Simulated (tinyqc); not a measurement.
Conductance of a narrow metal strip with scatterers (square lattice, Green functions), step by step. Values are carried at full precision from step to step, so a last printed digit may differ when a step is redone from the rounded ones.

A strip of W sites across with hard walls, site energy 0 and hopping -t. Mode n = 1 to W has profile chi_n(j) = sqrt(2/(W + 1)) sin(n j pi/(W + 1)) and energy en = -2t cos(n pi/(W + 1)); E = en - 2t cos(kn a). With z_n = exp(i kn a) (Im k > 0 for closed modes, |z| < 1) each lead gives the self-energy -t z_n in mode n. One column carries the site energies v, here a notch at the edge (a site raised out of reach). In the mode basis V_nm = sum_j chi_n(j) v_j chi_m(j), G = (E - en + 2 t z_n - V)^-1, and t_nm = 2t sqrt(sin(kn a) sin(km a)) G_nm in size for open modes. T = sum |t_nm|^2, conductance (2e^2/h) T.

Constants: e^2/h = 3.874045865e-05 S.

Inputs chosen for the exercise (hopping and spacing of the size met in Cu or Al; the lattice is a model; not measured data):
```
symbol  value          unit      meaning
t       1.91           eV        hopping
a       2.75           angstrom  spacing
W       4                        sites across
E       0.46           eV        Fermi energy
v       (50, 0, 0, 0)  eV        site energies in the scattering column
```

## Modes at the Fermi energy

For each n: en, cos(kn a) = (en - E)/(2t), z_n and the velocity 2 t a sin(kn a) (zero if closed).

Modes:
```
n  en (eV)  cos(k a)                  z  dE/dk (eV angstrom)
1  -3.0904  -0.92944  -0.92944+0.36898i               3.8762
2  -1.1804  -0.42944  -0.42944+0.90310i               9.4870
3   1.1804   0.18860   0.18860+0.98205i              10.3165
4   3.0904   0.68860   0.68860+0.72514i               7.6176
```

4 of 4 modes are open, so the clean strip has a resistance of 3227 ohm, whatever its length.

## The scatterer in the mode basis

Form V_nm.

V (eV), lower triangle:
```
         n=1      n=2      n=3     n=4
n=1   6.9098
n=2  11.1803  18.0902
n=3  11.1803  18.0902  18.0902
n=4   6.9098  11.1803  11.1803  6.9098
```

A single site couples every mode that has amplitude on it.

## Green function and transmission

E - en + 2 t z_n = 2t (z_n - cos(kn a)). Invert, form |t_nm|^2 = (2t)^2 Im(z_n) Im(z_m) |G_nm|^2 and sum. The added resistance is 1/(2 (e^2/h) T) less the same for the clean strip.

G (1/eV):
```
                 n=1              n=2              n=3              n=4
n=1  -0.0114-0.5109i  -0.0075+0.1312i  -0.0069+0.1207i  -0.0058+0.1010i
n=2  -0.0075+0.1312i  -0.0050-0.2031i  -0.0046+0.0798i  -0.0038+0.0668i
n=3  -0.0069+0.1207i  -0.0046+0.0798i  -0.0042-0.1932i  -0.0035+0.0614i
n=4  -0.0058+0.1010i  -0.0038+0.0668i  -0.0035+0.0614i  -0.0029-0.3096i
```

|t_nm|^2, lower triangle:
```
        n=1     n=2     n=3     n=4
n=1  0.5189
n=2  0.0840  0.4913
n=3  0.0773  0.0827  0.5255
n=4  0.0400  0.0428  0.0393  0.7356
```

T = 3.0033
added resistance = 1071 ohm

Mode 2 passes least (0.701) and mode 4 most (0.858); 24.4 % of the transmitted flux changes mode.

## Checks

- Transmitted plus reflected flux against the number of open modes: both 4.00000.

Run: tinyqc, `OMP_NUM_THREADS=1 python tinyqc.py 1480691 1480692 out.jsonl`; Intel(R) Xeon(R) Processor @ 2.30GHz, one thread, shared host; about 0.01 s of CPU time with all checks.
